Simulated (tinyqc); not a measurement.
Two-diode model of a solar cell: two steps of the calculation.

J is the current delivered and Vj = V + J Rs the junction voltage. J = X JL - J01 (exp(Vj/(n1 Vt)) - 1) - J02 (exp(Vj/(2 Vt)) - 1) - Vj/Rp. The photocurrent does not depend on voltage.

Parameters, values chosen for the exercise; values of the order met in cells of germanium:
```
symbol,value,unit,meaning
T,298.15,K,temperature
JL,42.8,mA/cm^2,photocurrent at one sun
X,1,suns,concentration
J01,6e-6,A/cm^2,saturation current of the first diode
n1,1,,ideality factor of the first diode
Rs,0.4,ohm cm^2,series resistance
Rp,4000,ohm cm^2,shunt resistance
Pin,100,mW/cm^2,incident power at one sun
J02,9.2e-5,A/cm^2,saturation current of the second diode (ideality 2)
```

Constants: q = 1.602176634e-19 C, kB = 1.380649e-23 J/K, Vt = kB T/q. Results are converted to the units shown.

Question 1. New Vj. Maximum power: dP/dVj = f = J (1 + 2 Rs G) - G Vj = 0. G = -dJ/dVj = J01 exp(Vj/(n1 Vt))/(n1 Vt) + J02 exp(Vj/(2 Vt))/(2 Vt) + 1/Rp. H = dG/dVj; f' = -2 G - 2 Rs G^2 + (2 Rs J - Vj) H; Vj(new) = Vj - f/f'.

Vj at the start = 0.22795828 V

Wanted: J; G; H; f; f'; Vj after iteration 1.

Answer 1.

J = -7.7292 mA/cm^2
G = 1.8173 S/cm^2
H = 67.781 S/(cm^2 V)
f = -433.24 mA/cm^2
f' = -22.147 S/cm^2
Vj after iteration 1 = 0.20840 V

Question 2. Figures of merit. Jsc at V = 0, Voc at J = 0, the maximum power point where J (1 + 2 Rs G) = G Vj with G = -dJ/dVj; FF = Vmp Jmp/(Voc Jsc); efficiency Vmp Jmp/(X Pin). Empirical fill factor without parasitics FF0 = (v - ln(v + 0.72))/(v + 1), v = Voc/(n1 Vt).

Find: Jsc; Voc; Vmp; Jmp; FF; efficiency; FF0.

Answer 2.

Jsc = 42.75 mA/cm^2
Voc = 0.2233 V
Vmp = 0.1584 V
Jmp = 35.26 mA/cm^2
FF = 0.5851
efficiency = 5.587 %
FF0 = 0.6655

FF is 12 % below FF0. Removing one loss at a time changes the efficiency by: series resistance +0.51, second diode +0.40, shunt +0.01 points.

Numbers from tinyqc (`OMP_NUM_THREADS=1 python tinyqc.py 2280119 2280120 out.jsonl`; about 0.01 s on one thread of a shared Intel Xeon 2.30GHz).
